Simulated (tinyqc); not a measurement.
Worked calculation: FCI on RHF in the 6-31g basis, for H2, spin multiplicity 1. Computed by tinyqc, a small Python program that keeps every step (integrals from PySCF). Settings: charge = 0, multiplicity = 1, basis = 6-31g, method = RHF, energy threshold = 1e-10, iteration cap = 88, orthogonalisation = canonical, start = Wolfsberg-Helmholz matrix, DIIS depth = 6, ci = FCI, davidson = 1. Command: `OMP_NUM_THREADS=1 python tinyqc.py 29145 29146 out.jsonl` (the two numbers bound the seeds that draw the settings). One thread of a shared host (Intel(R) Xeon(R) Processor @ 2.60GHz), about 0.05 s of CPU time with the checks. The early iterations of the SCF are left out here.

## One-electron integrals

Geometry (angstrom):
```
atom         x         y         z
H     0.000000  0.000000  0.000000
H     0.000000  0.000000  1.166000
```

Basis 6-31g: exponents (1/bohr^2) and contraction coefficients of normalised primitives:
```
element  l (shell)   exponent  coefficient
H            s (1)  18.731137     0.033495
H            s (1)   2.825394     0.234727
H            s (1)   0.640122     0.813757
H            s (2)   0.161278     1.000000
```

Overlap, kinetic and nuclear-attraction integrals over the contracted functions; the nuclear repulsion is the sum of Za Zb / Rab.

nuclear repulsion = 0.45383980 hartree

overlap S, lower triangle:
```
          1H 1s     1H 2s     2H 1s     2H 2s
1H 1s  1.000000
1H 2s  0.658292  1.000000
2H 1s  0.161366  0.347850  1.000000
2H 2s  0.347850  0.676037  0.658292  1.000000
```

kinetic energy T (hartree), lower triangle:
```
           1H 1s     1H 2s     2H 1s     2H 2s
1H 1s   1.395678
1H 2s   0.259735  0.241917
2H 1s  -0.029154  0.078603  1.395678
2H 2s   0.078603  0.120859  0.259735  0.241917
```

nuclear attraction V (hartree), lower triangle:
```
           1H 1s      1H 2s      2H 1s      2H 2s
1H 1s  -2.106944
1H 2s  -1.039671  -1.059851
2H 1s  -0.285507  -0.561219  -2.106944
2H 2s  -0.561219  -0.765533  -1.039671  -1.059851
```

core Hamiltonian H = T + V (hartree), lower triangle:
```
           1H 1s      1H 2s      2H 1s      2H 2s
1H 1s  -0.711265
1H 2s  -0.779936  -0.817935
2H 1s  -0.314660  -0.482616  -0.711265
2H 2s  -0.482616  -0.644674  -0.779936  -0.817935
```

## Two-electron integrals

Functions are numbered as in S; the eight-fold symmetry (ij|kl) = (ji|kl) = (kl|ij) leaves the list below.

Two-electron integrals (ij|kl) in chemists' order, unique and non-zero (hartree):
```
(11|11) 1.076566   (21|11) 0.578470   (21|21) 0.329423   (22|11) 0.587396
(22|21) 0.361304   (22|22) 0.453150   (31|11) 0.122132   (31|21) 0.072327
(31|22) 0.083949   (31|31) 0.023853   (32|11) 0.182423   (32|21) 0.115284
(32|22) 0.151314   (32|31) 0.042379   (32|32) 0.090935   (33|11) 0.450856
(33|21) 0.292657   (33|22) 0.406032   (33|31) 0.122132   (33|32) 0.294697
(33|33) 1.076566   (41|11) 0.294697   (41|21) 0.169238   (41|22) 0.188107
(41|31) 0.042379   (41|32) 0.069692   (41|33) 0.182423   (41|41) 0.090935
(42|11) 0.357425   (42|21) 0.222675   (42|22) 0.287478   (42|31) 0.062655
(42|32) 0.123933   (42|33) 0.357425   (42|41) 0.123933   (42|42) 0.207102
(43|11) 0.292657   (43|21) 0.188637   (43|22) 0.259843   (43|31) 0.072327
(43|32) 0.169238   (43|33) 0.578470   (43|41) 0.115284   (43|42) 0.222675
(43|43) 0.329423   (44|11) 0.406032   (44|21) 0.259843   (44|22) 0.358177
(44|31) 0.083949   (44|32) 0.188107   (44|33) 0.587396   (44|41) 0.151314
(44|42) 0.287478   (44|43) 0.361304   (44|44) 0.453150
```

## Orthogonalisation

S = U s U^T; canonical form X = U s^(-1/2), so that X^T S X = 1. Each column of U has its largest component positive (the first on a tie).

eigenvalues of S: 0.178067  0.380172  0.984530  2.457231

X:
```
               1          2          3         4
1H 1s  -0.712726   0.905838   0.644966  0.276641
1H 2s   1.516561  -0.703315   0.303110  0.356301
2H 1s   0.712726   0.905838  -0.644966  0.276641
2H 2s  -1.516561  -0.703315  -0.303110  0.356301
```

## Starting guess

The start is the generalised Wolfsberg-Helmholz matrix (K = 1.75) built on H; D = 2 C_occ C_occ^T.

D at the start, lower triangle:
```
          1H 1s     1H 2s     2H 1s     2H 2s
1H 1s  0.089419
1H 2s  0.171471  0.328813
2H 1s  0.089419  0.171471  0.089419
2H 2s  0.171471  0.328813  0.171471  0.328813
```

## Iteration 4 (converged): orbitals

converged F (hartree), lower triangle:
```
           1H 1s      1H 2s      2H 1s      2H 2s
1H 1s   0.128878
1H 2s  -0.394560  -0.289318
2H 1s  -0.336708  -0.367667   0.128878
2H 2s  -0.367667  -0.341772  -0.394560  -0.289318
```

Diagonalise F' = X^T F X, C = X C', fill 1 alpha and 1 beta electrons from the bottom; D = 2 C_occ C_occ^T. Each column has its largest component positive (the first on a tie).

F' = X^T F X (hartree), lower triangle:
```
           1         2         3          4
1   0.830574
2   0.000000  0.977022
3  -0.420811  0.000000  0.375958
4   0.000000  0.016718  0.000000  -0.492569
```

orbital energies (hartree): MO1 -0.492759, MO2 0.124987, MO3 0.977212, MO4 1.081545

coefficients C:
```
            MO1        MO2        MO3        MO4
1H 1s  0.266321   0.188860   0.908926  -0.942492
1H 2s  0.364278   1.037139  -0.699217   1.147247
2H 1s  0.266321  -0.188860   0.908926   0.942492
2H 2s  0.364278  -1.037139  -0.699217  -1.147247
```

D after iteration 4, lower triangle:
```
          1H 1s     1H 2s     2H 1s     2H 2s
1H 1s  0.141853
1H 2s  0.194029  0.265396
2H 1s  0.141853  0.194029  0.141853
2H 2s  0.194029  0.265396  0.194029  0.265396
```

## Convergence

Stop when the energy changes by less than 1e-10 hartree and every element of the error matrix X^T (F D S - S D F) X is below 3e-06.

Course of the cycle:
```
iteration  E (hartree)     change  largest element of the error matrix
1          -1.05369699          -                             1.48e-01
2          -1.06234569  -8.65e-03                             2.33e-02
3          -1.06256549  -2.20e-04                             4.02e-06
4          -1.06256549  -5.44e-12                             1.65e-06
```

PySCF RHF in the same basis = -1.06256549 hartree

Converged in 4 iterations.

## Populations, bond orders and dipole

Mulliken: Z minus the diagonal of D S on the atom; Loewdin: the same with S^(1/2) D S^(1/2); Mayer order: 2 sum_s sum (D(s) S)_ij (D(s) S)_ji over the two atoms.

Charges (e):
```
atom  Mulliken   Loewdin
1H           0         0
2H           0  0.000000
```

Mayer bond orders:
```
pair     order
2-1   1.000000
```

dipole moment about the origin, x y z (debye): 0.000000  0.000000  0.000000

## Integrals over molecular orbitals

(pq|rs) = sum C_ip C_jq C_kr C_ls (ij|kl), one index at a time.

one-electron integrals over orbitals h = C^T H C (hartree), lower triangle:
```
           1          2         3         4
1  -1.023646
2   0.000000  -0.633978
3  -0.117453   0.000000  0.084308
4   0.000000   0.181300  0.000000  0.125252
```

Two-electron integrals over orbitals (pq|rs), unique and non-zero (hartree):
```
(11|11) 0.530887    (21|21) 0.120485    (22|11) 0.439725    (22|22) 0.408288
(31|11) 0.117454    (31|22) 0.075407    (31|31) 0.086035    (32|21) 0.028715
(32|32) 0.044898    (33|11) 0.489470    (33|22) 0.413944    (33|31) 0.117579
(33|33) 0.480338    (41|21) -0.078130   (41|32) -0.059387   (41|41) 0.097172
(42|11) -0.129715   (42|22) -0.080011   (42|31) -0.080694   (42|33) -0.126244
(42|42) 0.085918    (43|21) -0.135768   (43|32) -0.059593   (43|41) 0.121215
(43|43) 0.192121    (44|11) 0.526733    (44|22) 0.446265    (44|31) 0.153069
(44|33) 0.519184    (44|42) -0.154337   (44|44) 0.579546
```

## FCI: determinants and Hamiltonian

Hartree-Fock energy = -1.06256549 hartree

Slater-Condon rules over spin orbitals, with the nuclear repulsion added and E(HF) subtracted on the diagonal. Only determinants linked to the reference directly or through others are kept (one block of an abelian symmetry group), so some states are absent.

Occupation strings over the orbitals (2 doubly, a alpha, b beta, 0 empty; spin orbitals ordered 1a 1b 2a 2b ...): 2000 a0b0 b0a0 0200 0a0b 0020 0b0a 0002

H - E(HF) between determinants (hartree), lower triangle:
```
           2000       a0b0       b0a0       0200       0a0b      0020       0b0a      0002
2000   0.000000
a0b0   0.000000   1.066537
b0a0   0.000000  -0.086035   1.066537
0200   0.120485   0.028715  -0.028715   0.656737
0a0b  -0.078130  -0.135768   0.059387   0.101289   1.453944
0020   0.086035   0.000125  -0.000125   0.044898  -0.059593  2.165359
0b0a   0.078130   0.059387  -0.135768  -0.101289  -0.085918  0.059593   1.453944
0002   0.097172   0.121215  -0.121215   0.085918   0.026963  0.192121  -0.026963  2.346454
```

## FCI: roots

Diagonalise (each vector has its largest component positive (the first on a tie)); all determinants have Ms = 0, so triplets appear too. The lowest singlet root is the correlation energy.

lowest roots of this matrix, relative to E(HF) (hartree): -0.038315  0.646542  0.965990  1.061199  1.382537  1.628938  2.064682  2.497938

lowest vectors:
```
         root 1     root 2    root 3     root 4
2000   0.977872   0.194238  0.000000  -0.024619
a0b0   0.018044  -0.088624  0.694681   0.645353
b0a0  -0.018044   0.088624  0.694681  -0.645353
0200  -0.182999   0.958018  0.000000   0.176035
0a0b   0.061910  -0.112726  0.131980   0.235920
0020  -0.028119  -0.043295  0.000000   0.045900
0b0a  -0.061910   0.112726  0.131980  -0.235920
0002  -0.034221  -0.038416  0.000000  -0.148395
```

<S^2> of these roots: 0.000000  0.000000  2.000000  0.000000  2.000000  0.000000  0.000000  0.000000

weight of the ground state by excitation level 0, 1, 2, ...: 0.956233  0.000651  0.043116

## The lowest root by the Davidson method

Start from the reference; add the residual divided by (theta - H_ii), orthogonalised, at each step.

Davidson iterations:
```
iteration  subspace  lowest Ritz value (hartree)  residual norm
1                 1                            0       2.09e-01
2                 2                  -0.03702138       4.33e-02
3                 3                  -0.03830548       4.35e-03
4                 4                  -0.03831492       5.07e-04
5                 5                  -0.03831506       3.73e-05
6                 6                  -0.03831506       2.35e-16
```
